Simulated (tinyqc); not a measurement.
Pressure-driven transition between two phases with analytic equations of state: one step, computed by the program tinyqc.

Each phase obeys E = E0 + (9 B0 V0/h^2) {1 + [h (1 - x) - 1] exp(h (1 - x))}, P = 3 B0 (1 - x) x^-2 exp(h (1 - x)), x = (V/V0)^(1/3), h = (3/2)(B' - 1); E0 = 0 for phase 1 and Delta E0 for phase 2. H = E + P V.

Question. One Newton step. At the estimate, solve P(V) = P for each phase, form H, and step P(new) = P - (H_2 - H_1)/(V_2 - V_1), since dH/dP = V.

Inputs (values chosen for the exercise, for two model phases):

| quantity | value | unit |
|---|---|---|
| volume V0 of phase 1 | 17.1 | angstrom^3/atom |
| B0 of phase 1 | 64.1 | GPa |
| B' of phase 1 | 3.58 | - |
| volume V0 of phase 2 | 13.6 | angstrom^3/atom |
| B0 of phase 2 | 75.5 | GPa |
| B' of phase 2 | 4.17 | - |
| energy of phase 2 above phase 1, Delta E0 | 0.073 | eV/atom |

Equation of state: Vinet.

rigid estimate = 3.341683 GPa

Constants: 1 eV/angstrom^3 = 160.2176634 GPa.

Give: V_1; H_1; V_2; H_2; next pressure.

Answer.

V_1 = 16.301 angstrom^3

H_1 = 0.34802 eV

V_2 = 13.058 angstrom^3

H_2 = 0.35081 eV

next pressure = 3.4794 GPa
